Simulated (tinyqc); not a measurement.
Shallow donor in an anisotropic valley (effective-mass theory): one step. The minimum. Three cases, with inputs chosen for the exercise.

Problem. Minimise over a and b. The Mott estimate n_c = (0.25/a_m)^3 uses a_m = (a^2 b)^(1/3); 1/angstrom^3 = 1e24/cm^3.

One valley: H = -c [(d2/dx2 + d2/dy2)/mt + (d2/dz2)/ml] - q/(eps r), c = hbar^2/2m0, q = e^2/(4 pi eps0). Trial function exp(-sqrt((x^2 + y^2)/a^2 + z^2/b^2)) with a > b: T = (c/3)(2/(mt a^2) + 1/(ml b^2)), V = -(q/eps) atan(u/b)/u, u = sqrt(a^2 - b^2). The central cell of the impurity is left out.

Constants: hbar^2/2m0 = 3.80998211 eV angstrom^2; e^2/(4 pi eps0) = 14.39964547 eV angstrom.

Give: a; b; E; a_m; n_c.

Case 1.

Values chosen (out of a larger set: near those of a group-V donor in Si; not measured data): ml = 0.923 m0 (longitudinal mass); mt = 0.195 m0 (transverse mass); eps = 11.5 (dielectric constant).

Solution.

a = 23.41 angstrom
b = 13.53 angstrom
E = -31.281 meV
a_m = 19.50 angstrom
n_c = 2.11 x 1e18/cm^3

b/a = 0.578. The binding energy is 1.559 times Ry*(mt). The central cell of a real donor shrinks the orbit and raises n_c (3.7 x 1e18/cm^3 for P in Si).

Case 2.

Values chosen (out of a larger set: near those of AlAs; not measured data): ml = 1.057 m0 (longitudinal mass); mt = 0.186 m0 (transverse mass); eps = 10.4 (dielectric constant).

Solution.

a = 21.58 angstrom
b = 11.70 angstrom
E = -38.087 meV
a_m = 17.60 angstrom
n_c = 2.87 x 1e18/cm^3

b/a = 0.542. The binding energy is 1.628 times Ry*(mt). The central cell of a real donor shrinks the orbit and raises n_c.

Case 3.

Values chosen (out of a larger set: near those of GaP; not measured data): ml = 2.045 m0 (longitudinal mass); mt = 0.249 m0 (transverse mass); eps = 10.9 (dielectric constant).

Solution.

a = 16.03 angstrom
b = 7.65 angstrom
E = -50.345 meV
a_m = 12.52 angstrom
n_c = 7.96 x 1e18/cm^3

b/a = 0.477. The binding energy is 1.766 times Ry*(mt). The central cell of a real donor shrinks the orbit and raises n_c.

Computed by tinyqc, one run a case: `OMP_NUM_THREADS=1 python tinyqc.py N N+1 out.jsonl` with N = 1250213, 1250236, 1250292; one thread of a shared Intel(R) Xeon(R) Processor @ 2.30GHz, about 0.01 s a run at most.
